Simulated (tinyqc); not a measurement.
# Lossy package transmission line with skin effect: two studies

A uniform line in a homogeneous dielectric: c = sqrt(er)/(c0 Z0), l = Z0 sqrt(er)/c0 (c0 = 299792458 m/s), g = w c td, w = 2 pi f. The resistance joins its limits as r = sqrt(r_dc^2 + r_hf^2), with r_dc = rho/(wd th), r_hf = kr rho/(2 delta (wd + th)), delta = sqrt(rho/(pi f mu0)), mu0 = 4 pi 1e-7 H/m; this is an interpolation, and internal inductance, up to 0.05 nH/mm at low frequency, is neglected.

Parameters, values chosen for the exercise: width of the strip wd = 78 um; thickness of the strip th = 13 um; resistivity rho = 2.9 uohm cm; relative permittivity er = 4.2; loss tangent td = 0.02; lossless impedance sqrt(l/c) Z0 = 45 ohm; factor for crowding and the return path kr = 1.5; length len = 17 mm; source resistance Rg = 50 ohm; load resistance RL = 50 ohm; load capacitance CL = 100 fF; frequency f = 0.93 GHz.

Each table varies one quantity; the others keep the values above.

## Line properties against frequency

gamma = sqrt((r + i w l)(g + i w c)) = alpha + i beta, Zc = sqrt((r + i w l)/(g + i w c)), roots with positive real part; loss 8.685889638 alpha in dB; phase velocity w/beta. ZL = 1/(1/RL + i w CL); reflection (ZL - Zc)/(ZL + Zc); Zin = Zc (ZL + Zc tanh(gamma len))/(Zc + ZL tanh(gamma len)); H = V_load/V_source = [Zin/(Zin + Rg)]/[cosh(gamma len) + (Zc/ZL) sinh(gamma len)].

Results:
```
f (GHz)	r (ohm/mm)	r/(w l)	loss (dB/mm)	|Zc| (ohm)	phase velocity over c0	length in wavelengths	|H| (dB)
0.01	0.02993	1.548	0.002467	61.09	0.4115	0.001378	-6.065
0.03	0.03242	0.5592	0.003137	48.16	0.4723	0.003602	-6.071
0.3	0.05613	0.09681	0.006532	45.10	0.4876	0.03489	-6.128
0.8	0.08390	0.05426	0.01108	45.03	0.4879	0.09298	-6.223
2	0.1280	0.03310	0.01981	45.01	0.4879	0.2324	-6.410
7	0.2351	0.01737	0.04880	45.00	0.4879	0.8135	-6.902
20	0.3954	0.01023	0.1128	45.00	0.4879	2.324	-8.248
60	0.6837	0.005895	0.2898	45.00	0.4879	6.973	-13.54
```

Estimate the missing row, f = 0.09 GHz.

Computed row:
```
f (GHz)	r (ohm/mm)	r/(w l)	loss (dB/mm)	|Zc| (ohm)	phase velocity over c0	length in wavelengths	|H| (dB)
0.09	0.03896	0.2240	0.004075	45.55	0.4855	0.01051	-6.085
```

With this row back in the table: r equals w l at 0.0159 GHz: below it |Zc| and the delay grow as in an RC line, above it |Zc| tends to Z0 = 45 ohm and the velocity to 1/sqrt(er) = 0.488 c0. The loss goes as f^(0.22) between the first two rows and f^(0.86) between the last two. |H| is -6.07 dB in the first row and -13.5 dB in the last; between rows it can pass through resonances that the table doesn't show.

## Effect of the width of the strip

Same model as above.

Z0 is held fixed by scaling the dielectric height.

Effect of the width of the strip:
```
wd (um)	r (ohm/mm)	r/(w l)	loss (dB/mm)	|Zc| (ohm)	phase velocity over c0	length in wavelengths	|H| (dB)
20	0.25969	0.14447	0.028477	45.228	0.48701	0.10829	-6.5019
31	0.19004	0.10572	0.021790	45.121	0.48750	0.10818	-6.3982
48	0.13511	0.075165	0.016503	45.059	0.48776	0.10812	-6.3157
76	0.091775	0.051056	0.012325	45.025	0.48789	0.10809	-6.2501
120	0.061085	0.033982	0.0093647	45.008	0.48794	0.10808	-6.2034
190	0.039890	0.022191	0.0073194	45.001	0.48795	0.10808	-6.1710
300	0.025819	0.014363	0.0059614	44.998	0.48795	0.10808	-6.1494
470	0.016711	0.0092965	0.0050823	44.996	0.48794	0.10808	-6.1354
```

As wd goes from 20 to 470, the loss falls from 0.0285 to 0.00508 dB/mm, |Zc| falls from 45.2 to 45.0 ohm and |H| goes from -6.50 to -6.14 dB, with its highest value among the rows, -6.14 dB, at wd = 470.

Numbers from tinyqc (`OMP_NUM_THREADS=1 python tinyqc.py 2810159 2810160 out.jsonl`; about 0.01 s on one thread of a shared Intel Xeon 2.30GHz).
